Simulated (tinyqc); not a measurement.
Coverage along the feature as the dose grows: atomic layer deposition: Langmuir saturation, growth per cycle and coating of deep features. Computed by tinyqc, a small Python program. Command: `OMP_NUM_THREADS=1 python tinyqc.py 3004395 3004396 out.jsonl ald walk`. One thread of a shared host (Intel(R) Xeon(R) Processor @ 2.30GHz), about 0.01 s of CPU time with the checks.

Precursor A sticks only on free sites, so a long enough pulse saturates; co-reactant B then frees the sites again.

Inputs (values chosen for the exercise, modelled on silicon dioxide from an aminosilane and ozone):
```
quantity                                 value    unit
precursor mass M                           174       u
site density q                             2.9  1/nm^2
sticking probability beta on free sites  0.002       -
precursor pressure p                      0.38      Pa
temperature T                              150       C
pulse time t                              0.97       s
desorption energy E_d                     1.44      eV
aspect ratio a                              60       -
```

Feature: round hole.

Constants: u = 1.6605390666e-27 kg; k_B = 1.380649e-23 J/K; k_B = 8.617333262e-05 eV/K.

Method:
- Wall flux F = p/sqrt(2 pi M k_B T); rate of filling k_a = beta F/q; desorption k_d = 1e13 exp(-E_d/(k_B T)) per second. 1/m^2 = 1e-18/nm^2.
- Temperatures in kelvin are T(C) + 273.15.
- Diffusion-limited filling (Gordon) of a round hole of diameter w: a saturation front at depth z needs dz/dt = D_K n/(z (4q/w)), with Knudsen D_K = w c/3 and F = n c/4; including the entrance and floor terms, t = (q/F)(1 + 19a/4 + 3a^2/2). Reaction-limited filling needs ln(100)/k_a at any depth, k_a = beta F/q. Flow is molecular. The front picture holds when the modulus a sqrt(beta) is well above 1.
- Depth reached by the given pulse: solve the same formula for a. Exposure = p x diffusion-limited time; 1 langmuir = 1.33322e-4 Pa s.
- Continuum model with steady gas transport: d2n/dz2 = 3 beta (1 - th) n/d_h^2 (d_h the hydraulic diameter, n = 1 at the mouth, no flux at the floor, 60 cells), d th/dt = beta F n (1 - th)/q; no desorption. Times are multiples of the larger of the Gordon time and ln(100)/k_a.

diffusion-limited time = 4.46888 s

time to 99 % without desorption, ln(100)/k_a = 1.80971 s

flux F = 3689.82 1/(nm^2 s)

modulus = 2.68328

Coverage:
```
multiple   t (s)  top cell  quarter depth  half depth  three quarters  floor cell
0.05      0.2234     0.422          0.173       0.059           0.021       0.012
0.10      0.4469     0.667          0.331       0.125           0.045       0.026
0.20      0.8938     0.890          0.591       0.268           0.105       0.062
0.40      1.7876     0.988          0.878       0.564           0.270       0.172
0.60      2.6813     0.999          0.971       0.794           0.484       0.340
0.80      3.5751     1.000          0.994       0.924           0.706       0.563
1.00      4.4689     1.000          0.999       0.980           0.885       0.800
1.30      5.8096     1.000          1.000       0.999           0.991       0.983
```

What does the comparison show, and why?

At a multiple of 0.2 the coverage is 0.89 at the top and 0.06 at the floor. The coverage falls gradually with depth, without a sharp front. In the last row the floor reaches 0.983. Caution: the modulus is not well above 1 or the Gordon time is under three times ln(100)/k_a, so there is no sharp front: the Gordon time is only a lower bound and the reaction time must be met as well.
